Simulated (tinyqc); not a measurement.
Tight binding, honeycomb lattice, step by step. One step of it, computed by the program tinyqc.

Question. Bloch Hamiltonian at k. H_AB = -t1 (1 + exp(-i k.a1) + exp(-i k.a2)); H_AA = delta - 2 t2 sum cos(k.b + phi), H_BB = -delta - 2 t2 sum cos(k.b - phi), b = a1, a2 - a1, -a2.

Parameters chosen for this model:
```
parameter      value                        unit
t1          1.980000                 eV, nearest
t2          0.070000       eV, second neighbours
phi        -1.280000  rad, phase of t2 (Haldane)
delta              0          eV, +/- on A and B
```

k point k (fractions of the reciprocal vectors): [-0.280000, 0.320000]

Give: H(k) at k.

Answer.

H(k) at k (eV), order A, B:
```
[[0.389, -0.766-0.153i],
 [-0.766+0.153i, -0.275]]
```
